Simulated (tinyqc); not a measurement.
Optical transitions of a finite quantum well: sweeps and comparisons. A value that a table varies takes the place of the one given here.

Each carrier sees a square well of width L with its own depth V and masses m (inside), mb (outside); c = hbar^2/2m0, k = sqrt(m E/c), kappa = sqrt(mb (V - E)/c), and level n solves k L + 2 atan[(k/m)/(kappa/mb)] = n pi. The envelope is cos(kz) for odd n and sin(kz) for even n inside, joins exp(-kappa (|z| - L/2)) outside, and is normalised to 1. Excitons and band mixing are left out.

Constants: hbar^2/2m0 = 3.80998211 eV angstrom^2; e^2/(4 pi eps0) = 14.39964547 eV angstrom; hc = 1239.841984 eV nm.

Parameters, chosen for this exercise (near those of a GaAs well in AlGaAs; shifted at random, so the results belong to these values and not to a real crystal): L = 58 angstrom (well width); Vc = 0.292 eV (conduction offset); me = 0.0652 m0 (electron, well); meb = 0.0969 m0 (electron, barrier); eps = 10.8 (background dielectric constant); Nss = (0.14, 0.35, 0.7, 1.4, 2.1, 2.8, 4.2) x 1e12/cm^2 (sheet densities); Eg = 1.503 eV (gap of the well); Vv = 0.163 eV (valence offset); mh = 0.355 m0 (heavy hole along z, well); mhb = 0.405 m0 (heavy hole, barrier); ml = 0.0872 m0 (light hole along z, well); mlb = 0.1115 m0 (light hole, barrier); Ls = (27, 38, 49, 64, 75, 112, 154) angstrom (widths).

## Depolarisation shift

The collective line lies at E12 sqrt(1 + a), a = 8 pi q (n1 - n2) S/(eps E12), q = e^2/(4 pi eps0), S = integral over z of (integral up to z of psi_1 psi_2)^2. Zero temperature with the mass me in both subbands: n1 - n2 = Ns until Ns reaches D E12, D = me/(2 pi c), and D E12 beyond. 1e12/cm^2 = 1e-4/angstrom^2; exchange and the static band bending by the charge are left out.

Line position:
```
Ns (1e12/cm^2)  n1 - n2       a  line (meV)  shift (meV)
0.14              0.140  0.0122      183.74         1.11
0.35              0.350  0.0305      185.40         2.76
0.70              0.700  0.0609      188.12         5.48
1.4               1.400  0.1219      193.44        10.81
2.1               2.100  0.1828      198.63        15.99
2.8               2.800  0.2438      203.68        21.05
4.2               4.200  0.3656      213.43        30.79
```

S = 4.745 angstrom
E12 = 182.63 meV

The upward shift grows from 1.11 to 30.79 meV, 16.9 % of E12 at most. For small a the shift is a E12/2, linear in Ns; in the last row that rule gives 33.39 meV. S/L = 0.0818, against 5/(9 pi^2) = 0.0563 for hard walls.

## Width of the well

Edge wavelength hc/(Eg + e1 + hh1), squared e1-hh1 overlap, lh1 - hh1, and the 1-2 intersubband energy with f_12 = (m1/c) E12 z_12^2, 1/m1 = <1|1/m|1> (dash: e2 unbound).

Results:
```
L (angstrom)  edge (nm)  overlap^2  lh1 - hh1 (meV)  E12 (meV)   f_12
27                728.0     0.9392             44.4          -      -
38                753.5     0.9560             39.0          -      -
49                770.5     0.9661             32.7      201.8  0.697
64                785.6     0.9748             25.6      166.5  0.973
75                793.0     0.9792             21.6      139.0  0.982
112               807.1     0.9877             13.0       80.0  0.972
154               814.2     0.9922              8.2       48.6  0.966
```

The edge tunes from 728 to 814 nm, towards hc/Eg = 825 nm, while the overlap goes from 0.939 to 0.992. e2 binds at L = pi sqrt(c/(me Vc)) = 44.4 angstrom; f_12 starts from zero there and is 0.697 at 49 angstrom, the rest going to the continuum; among the widths listed it peaks at 0.982 (75 angstrom) and is 0.966 in the widest well, against 0.961 for hard walls.

## What each parameter does

Edge wavelength hc/(Eg + e1 + hh1), squared overlap of e1 and hh1, and the confinement energies. Each row changes one parameter from the base and keeps the others.

Results:
```
case             edge (nm)  overlap^2  e1 (meV)  hh1 (meV)
base                 780.4     0.9718      67.2       18.5
L = 64 angstrom      785.6     0.9748      59.3       15.9
Eg = 1.533 eV        766.0     0.9718      67.2       18.5
Vc = 0.336 eV        778.7     0.9791      70.7       18.5
Vv = 0.13 eV         780.9     0.9808      67.2       17.5
me = 0.0717 m0       781.5     0.9766      65.0       18.5
mh = 0.302 m0        779.6     0.9787      67.2       20.2
meb = 0.1163 m0      782.2     0.9727      63.6       18.5
```

The largest shifts from the base row, up to three for each result and ties (the steps differ in size, so this ranks the rows, not the parameters). edge (nm): Eg -14.5, L +5.2, Vc -1.8. overlap^2: Vv +0.0090, Vc +0.0073, mh +0.0069; unchanged at the printed digits by Eg. e1 (meV): L -7.9, Vc +3.6, meb -3.5; unchanged at the printed digits by Eg, Vv and mh. hh1 (meV): L -2.6, mh +1.6, Vv -1.0; unchanged at the printed digits by Eg, Vc, me and meb.

Program tinyqc; command `OMP_NUM_THREADS=1 python tinyqc.py 1282587 1282588 out.jsonl`; about 0.08 s on one thread of a shared Intel(R) Xeon(R) Processor @ 2.30GHz.
